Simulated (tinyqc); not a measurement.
Inside a calculation (part 2 of 2). Method: LCCD on RHF in the sto-3g basis, for H6, spin multiplicity 1. Computed by tinyqc, a small Python program that keeps every step (integrals from PySCF). Command: `OMP_NUM_THREADS=1 python tinyqc.py 26660 26661 out.jsonl` (the two numbers bound the seeds that draw the settings). One thread of a shared host (Intel(R) Xeon(R) Processor @ 2.60GHz), about 0.08 s of CPU time with the checks.

Geometry (angstrom):

| atom | x | y | z |
|---|---|---|---|
| H | 0.000000 | 0.000000 | 0.000000 |
| H | 0.000000 | 0.000000 | 0.840000 |
| H | 0.000000 | 0.000000 | 1.774000 |
| H | 0.000000 | 0.000000 | 2.615000 |
| H | 0.000000 | 0.000000 | 3.548000 |
| H | 0.000000 | 0.000000 | 4.389000 |

## LCCD: amplitude update 3

Amplitudes after update 2 (spin orbitals 1a, 1b, ...; amplitudes related by a flip of all spins are not repeated; the 24 largest):

| from | to | t |
|---|---|---|
| 3a 3b | 4a 4b | -0.122868 |
| 2a 3b | 4a 5b | -0.059777 |
| 2a 2b | 4a 4b | -0.059106 |
| 2a 2b | 5a 5b | -0.044694 |
| 1a 1b | 4a 4b | -0.043916 |
| 3a 3b | 5a 5b | -0.043767 |
| 1a 3b | 4a 6b | -0.042383 |
| 2a 3b | 4b 5a | 0.032314 |
| 1a 2b | 4a 5b | -0.029522 |
| 2a 3a | 4a 5a | -0.027463 |
| 1a 3b | 4b 6a | 0.025477 |
| 3a 3b | 6a 6b | -0.023735 |
| 1a 1b | 6a 6b | -0.022363 |
| 1a 1b | 5a 5b | -0.022167 |
| 2a 3b | 5a 6b | -0.021101 |
| 1a 2b | 5a 6b | -0.020409 |
| 1a 2b | 4b 5a | 0.017360 |
| 1a 3a | 4a 6a | -0.016906 |
| 2a 2b | 4a 6b | -0.015897 |
| 2a 2b | 6a 6b | -0.014809 |
| 1a 3b | 5a 5b | -0.014645 |
| 1a 2b | 5b 6a | 0.013639 |
| 1a 1b | 4a 6b | 0.013427 |
| 1a 2a | 4a 5a | -0.012163 |

orbital energies (hartree): MO1 -0.737304, MO2 -0.589374, MO3 -0.363925, MO4 0.329372, MO5 0.785703, MO6 1.336849

Given earlier and not repeated: Two-electron integrals over orbitals (pq|rs).

t_ij^ab D_ij^ab are set to the remaining terms of the spin-orbital equations, evaluated with the old amplitudes; for the doubles these are <ij||ab> + 1/2 <ab||ef> t_ij^ef + 1/2 <mn||ij> t_mn^ab + P(ij)P(ab) <mb||ej> t_im^ae, D the orbital-energy denominators (linear CCD). DIIS then mixes the stored amplitudes.

DIIS coefficients: -0.891264  1.891264

Amplitudes after update 3 (spin orbitals 1a, 1b, ...; amplitudes related by a flip of all spins are not repeated; the 24 largest):

| from | to | t |
|---|---|---|
| 3a 3b | 4a 4b | -0.141764 |
| 2a 3b | 4a 5b | -0.065509 |
| 2a 2b | 4a 4b | -0.060202 |
| 2a 2b | 5a 5b | -0.048133 |
| 1a 3b | 4a 6b | -0.045952 |
| 3a 3b | 5a 5b | -0.043527 |
| 1a 1b | 4a 4b | -0.042857 |
| 2a 3b | 4b 5a | 0.036992 |
| 1a 2b | 4a 5b | -0.030130 |
| 2a 3a | 4a 5a | -0.028516 |
| 1a 3b | 4b 6a | 0.027725 |
| 1a 1b | 6a 6b | -0.024052 |
| 1a 1b | 5a 5b | -0.023047 |
| 3a 3b | 6a 6b | -0.022647 |
| 1a 2b | 5a 6b | -0.022151 |
| 2a 3b | 5a 6b | -0.021168 |
| 1a 3a | 4a 6a | -0.018228 |
| 1a 2b | 4b 5a | 0.017672 |
| 2a 2b | 4a 6b | -0.017135 |
| 1a 3b | 5a 5b | -0.015851 |
| 2a 2b | 6a 6b | -0.015062 |
| 1a 2b | 5b 6a | 0.014944 |
| 1a 1b | 4a 6b | 0.013856 |
| 1a 2a | 4a 5a | -0.012459 |

correlation energy = -0.07573709 hartree

## LCCD: convergence

E_corr = 1/4 sum <ij||ab> t_ij^ab; stop when the norm of the change is below 1e-8.

Course of the amplitude iterations:

| update | correlation energy (hartree) | norm of the change |
|---|---|---|
| 0 | -0.04909838 | - |
| 1 | -0.06476365 | 1.09e-01 |
| 2 | -0.07088950 | 4.98e-02 |
| 3 | -0.07573709 | 2.47e-02 |
| 4 | -0.07568709 | 4.01e-03 |
| 5 | -0.07567910 | 6.85e-04 |
| 6 | -0.07568798 | 2.24e-04 |
| 7 | -0.07568801 | 5.00e-05 |
| 8 | -0.07568787 | 4.77e-06 |
| 9 | -0.07568784 | 1.06e-06 |
| 10 | -0.07568785 | 9.49e-08 |
| 11 | -0.07568785 | 1.70e-08 |
| 12 | -0.07568785 | 6.86e-09 |

Converged amplitudes (spin orbitals 1a, 1b, ...; amplitudes related by a flip of all spins are not repeated; the 24 largest):

| from | to | t |
|---|---|---|
| 3a 3b | 4a 4b | -0.144875 |
| 2a 3b | 4a 5b | -0.065894 |
| 2a 2b | 4a 4b | -0.058759 |
| 2a 2b | 5a 5b | -0.048386 |
| 1a 3b | 4a 6b | -0.046150 |
| 3a 3b | 5a 5b | -0.042527 |
| 1a 1b | 4a 4b | -0.041664 |
| 2a 3b | 4b 5a | 0.036858 |
| 1a 2b | 4a 5b | -0.029575 |
| 2a 3a | 4a 5a | -0.029036 |
| 1a 3b | 4b 6a | 0.027574 |
| 1a 1b | 6a 6b | -0.024157 |
| 1a 1b | 5a 5b | -0.022946 |
| 1a 2b | 5a 6b | -0.022253 |
| 3a 3b | 6a 6b | -0.022237 |
| 2a 3b | 5a 6b | -0.020847 |
| 1a 3a | 4a 6a | -0.018575 |
| 1a 2b | 4b 5a | 0.017132 |
| 2a 2b | 4a 6b | -0.016777 |
| 1a 3b | 5a 5b | -0.015517 |
| 2a 2b | 6a 6b | -0.015015 |
| 1a 2b | 5b 6a | 0.014941 |
| 1a 1b | 4a 6b | 0.013651 |
| 1a 2a | 4a 5a | -0.012443 |

LCCD total energy = -3.27322269 hartree

Converged in 12 updates, with DIIS from the third.
